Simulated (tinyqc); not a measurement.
Avalanche multiplication and breakdown of a junction from ionisation integrals: one step, computed by the program tinyqc. Command: `OMP_NUM_THREADS=1 python tinyqc.py 3005165 3005166 out.jsonl impact walk`. One thread of a shared host (Intel(R) Xeon(R) Processor @ 2.30GHz), about 0.01 s of CPU time with the checks.

Ionisation coefficients follow the local field. Position x runs through the depletion layer from the p side (x = 0), where electrons enter, to the n side (x = w), where holes enter. The built-in voltage is neglected.

Task: Breakdown. alpha_n = a_n exp(-(b_n/F)^c), alpha_p = a_p exp(-(b_p/F)^c). Field F = F_m (1 - s), w = eps eps_0 F_m/(e N), V = F_m w/2, with s = x/w (the peak lies at the p+ side). With Phi(x) = int_0^x (alpha_n - alpha_p) dx': 1 - 1/M_n = I_n = int_0^w alpha_n exp(-Phi) dx and M_p = M_n exp(-Phi(w)); trapezoid rule on 401 even points; breakdown at I_n = 1. Solve I_n(F_m) = 1.

Inputs (values chosen for the exercise, modelled on germanium):
```
quantity                               value    unit
electron prefactor a_n              1.46e+07    1/cm
electron field b_n                  1.55e+06    V/cm
hole prefactor a_p                  1.08e+07    1/cm
hole field b_p                       1.3e+06    V/cm
exponent c                                 1       -
permittivity eps                          16       -
doping N of the lightly doped side   3.9e+14  1/cm^3
```

Junction: one-sided abrupt p+n.

Constants: e = 1.602176634e-19 C; eps_0 = 8.8541878128e-12 F/m.

Give: critical field F_m; width at breakdown; breakdown voltage.

Result:

critical field F_m = 0.1681 MV/cm

width at breakdown = 38.11 micrometre

breakdown voltage = 320.3 V
